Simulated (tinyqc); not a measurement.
Single-junction solar cell, detailed-balance limit: one step of the calculation.

Every photon above the gap Eg makes one pair and none below is absorbed; carriers thermalise at T and move without loss. Jsc = q fs X Phi(Eg, Ts); the dark current is J0 = q ge Phi(Eg, T)/ERE with the Boltzmann factor exp(V/Vt). The efficiency is the electrical power over fs X sigma Ts^4.

Question. Maximum power point by substitution. v = Vmp/Vt solves (1 + v) exp(v) = 1 + Jsc/J0; v(new) = ln[(1 + Jsc/J0)/(1 + v)].

v after iteration 1 = 10.419313
Jsc = 3240.2468 mA/cm^2
J0 = 0.096725500 mA/cm^2

Find: v after iteration 2.

Answer.

v after iteration 2 = 7.984

Numbers from tinyqc (`OMP_NUM_THREADS=1 python tinyqc.py 2820047 2820048 out.jsonl`; about 0.01 s on one thread of a shared Intel Xeon 2.30GHz).
